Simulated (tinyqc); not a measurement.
Solid solubility of a dopant against its melt (retrograde solidus), clustering and the electrically active fraction. Changing the anneal temperature T_a. Computed by tinyqc, a small Python program. Command: `OMP_NUM_THREADS=1 python tinyqc.py 3021180 3021181 out.jsonl retro sweep`. One thread of a shared host (Intel(R) Xeon(R) Processor @ 2.30GHz), about 0.01 s of CPU time with the checks.

Inputs (values chosen for the exercise): total dopant density N_t = 5.2e+20 1/cm^3; atoms per cluster m = 3; cluster scale N* at 1273 K = 3.6e+20 1/cm^3; activation energy E_b of the cluster scale = 0.27 eV; mobility mu = 70 cm^2/(V s).

Clustering: clusters of m atoms, electrons left out.

Constants: k_B = 8.617333262e-05 eV/K; e = 1.602176634e-19 C.

Method. A highly soluble donor (another dopant than that of the solidus) is limited by clustering. Donors N_a are active, and clusters hold m atoms each: N_t = N_a + m C, m C = N* (N_a/N*)^m, with N*(T) = N*(1273 K) exp[-(E_b/k_B)(1/T - 1/1273)]. Resistivity = 1/(e mu N_a).

One run for each value:
```
anneal temperature T_a (K)  active density N_a (1/cm^3)  active fraction  resistivity (milliohm cm)
850                                           1.592e+20           0.3062                     0.5600
950                                           1.985e+20           0.3816                     0.4493
1050                                          2.350e+20           0.4520                     0.3794
1150                                          2.681e+20           0.5157                     0.3325
1250                                          2.975e+20           0.5722                     0.2997
1350                                          3.232e+20           0.6216                     0.2759
1450                                          3.455e+20           0.6644                     0.2581
1550                                          3.647e+20           0.7014                     0.2445
```

Describe the trends.

Over the rows, active density N_a (1/cm^3) rises from 1.59e20 to 3.65e20 (exponent d ln y / d ln x 2.0 between the first rows and 0.81 between the last); active fraction rises from 0.306 to 0.701 (exponent d ln y / d ln x 2.0 between the first rows and 0.81 between the last); resistivity (milliohm cm) falls from 0.560 to 0.244 (exponent d ln y / d ln x -2.0 between the first rows and -0.81 between the last).

Caution (all rows): this clustering law is a generic form; degeneracy and a doping-dependent mobility are left out.
